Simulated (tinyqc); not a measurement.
From results back to parameters: periodic multilayer mirror for extreme ultraviolet light. Three cases, with inputs chosen for the exercise.

Problem. With a mean index 1 - dm the Bragg wavelength is lam_B = 2 L sqrt((1 - dm)^2 - sin^2 theta). It is given at 0 degrees and at th2; L and dm are hidden. Then the absorber share is Gm = (dm - delta_S)/(delta_A - delta_S), with the first entries of dS and dA; L is the period.

Find: L; dm; Gm.

Method. The difference of the squares is 4 L^2 sin^2(th2); then 1 - dm = lam_B(0)/(2 L).

Case 1.

Values chosen (out of a larger set: optical constants near those of Mo and Si at 13.5 nm; not measured data):
- th2 = 15 degrees (second angle)
- dA = (0.0789, 0.0064) (delta and beta of the absorber, N = 1 - delta + i beta)
- dS = (0.0008, 0.0019) (delta and beta of the spacer and the substrate)

lam_B at 0 = 13.468608 nm
lam_B at th2 = 12.974930 nm

Solution.

L = 6.980 nm
dm = 0.0352
Gm = 0.44

Case 2.

Values chosen (out of a larger set: optical constants near those of Mo and Si at 13.5 nm; not measured data):
- th2 = 20 degrees (second angle)
- dA = (0.0791, 0.00633) (delta and beta of the absorber, N = 1 - delta + i beta)
- dS = (0.0008, 0.00192) (delta and beta of the spacer and the substrate)

lam_B at 0 = 13.308544 nm
lam_B at th2 = 12.438278 nm

Solution.

L = 6.920 nm
dm = 0.0384
Gm = 0.48

Case 3.

Values chosen (out of a larger set: optical constants near those of Mo and Si at 13.5 nm; not measured data):
- th2 = 10 degrees (second angle)
- dA = (0.0752, 0.00607) (delta and beta of the absorber, N = 1 - delta + i beta)
- dS = (0.0009, 0.00194) (delta and beta of the spacer and the substrate)

lam_B at 0 = 13.412110 nm
lam_B at th2 = 13.193131 nm

Solution.

L = 6.950 nm
dm = 0.0351
Gm = 0.46

Computed by tinyqc, one run a case: `OMP_NUM_THREADS=1 python tinyqc.py N N+1 out.jsonl` with N = 1680643, 1680680, 1680683; one thread of a shared Intel(R) Xeon(R) Processor @ 2.30GHz, about 0.01 s a run at most.
